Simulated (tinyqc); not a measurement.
Bond-orbital model of a tetrahedral semiconductor (Harrison's universal couplings), step by step. Values are carried at full precision from step to step, so a last printed digit may differ when a step is redone from the rounded ones.

Hybrid level eh = (es + 3 ep)/4; metallic energy V1 = (ep - es)/4 for each atom; covalent energy V2 = 3.22 hbar^2/(m d^2); polar energy V3 = (ehc - eha)/2; hbar^2/m = 2c, c = hbar^2/2m0. Polarity ap = V3/sqrt(V2^2 + V3^2), covalency ac = V2/sqrt(V2^2 + V3^2). p-p coupling at Gamma Exx = (4/3)(2.22 - 2 x 0.63) hbar^2/(m d^2) = 1.28 hbar^2/(m d^2), s-s coupling Ess = 4 x 1.32 hbar^2/(m d^2).

Constants: hbar^2/2m0 = 3.80998211 eV angstrom^2.

Inputs chosen for the exercise (near tabulated values for GaN; the model gives trends, and its gaps can be far from the real ones; shifted at random, so the results belong to these values and not to a real crystal):
```
symbol  value   unit      meaning
esc     -11.54  eV        s level, cation
epc     -5.61   eV        p level, cation
esa     -26.16  eV        s level, anion
epa     -13.97  eV        p level, anion
d       1.95    angstrom  bond length
Z       5                 valence electrons of the anion
```

## The three energies

Form the hybrid levels, V1, V2 and V3.

hbar^2/(m d^2) = 2.0039 eV

hybrid levels (eV): cation -7.0925, anion -17.0175

V1 (eV): cation 1.4825, anion 3.0475

V2, V3 (eV): 6.4527  4.9625

## Bond and antibond

The 2 x 2 problem [[ehc, -V2], [-V2, eha]] gives (ehc + eha)/2 -/+ sqrt(V2^2 + V3^2); ap = V3/sqrt(V2^2 + V3^2), ac = V2/sqrt(V2^2 + V3^2); the bond has weight (1 + ap)/2 on the anion.

levels (eV): bond -20.1952, antibond -3.9148

ap = 0.6096
ac = 0.7927
weight on the anion = 0.8048

## Charges

With dZ = Z - 4: effective charge Z* = 4 ap - dZ (positive on the cation); transverse charge eT* = Z* + (8/3) ap ac^2.

Z* = 1.439 e
eT* = 2.460 e

Charge that flows along the bonds as they stretch adds 1.02 e to the static value.

## Metallicity and a gap from the bond picture

Neighbouring bonds couple through V1: averaged V1b = V1c (1 - ap)/2 + V1a (1 + ap)/2 for the bond band and V1x = V1c (1 + ap)/2 + V1a (1 - ap)/2 for the antibond band. The top of the bond band lies V1b above the bond level and the bottom of the antibond band 3 V1x below the antibond level, so the gap is 2 sqrt(V2^2 + V3^2) - V1b - 3 V1x; metallicity am = (V1b + 3 V1x)/(2 sqrt(V2^2 + V3^2)).

V1b, V1x (eV): 2.7420  1.7880

gap = 8.175 eV
am = 0.498

The gap closes where am reaches one. The model gives trends; its gap can miss the real one by a factor of two to five, most in ratio for narrow gaps and most in eV for first-row compounds.

## Band edges at Gamma

Ev is the lower root of [[epa, Exx], [Exx, epc]] and the s-like conduction level the upper root of [[esa, Ess], [Ess, esc]], with Exx = 1.28 u and Ess = 5.28 u, u = hbar^2/(m d^2).

Exx, Ess (eV): 2.5650  10.5808

Ev = -14.694 eV
s-like conduction level = -5.990 eV
E0 gap = 8.705 eV

Universal couplings give the trend of E0 from compound to compound, not its value; it can miss by several eV and by a factor of two or more, and spin-orbit coupling is left out.

## Checks

- Bond level from the formula against the 2 x 2 matrix: both -20.1952.

Computed by tinyqc, a small Python program: `OMP_NUM_THREADS=1 python tinyqc.py 1482634 1482635 out.jsonl` (the numbers bound the seed that draws the inputs); one thread of a shared host (Intel(R) Xeon(R) Processor @ 2.30GHz), about 0.01 s for the whole set of steps.
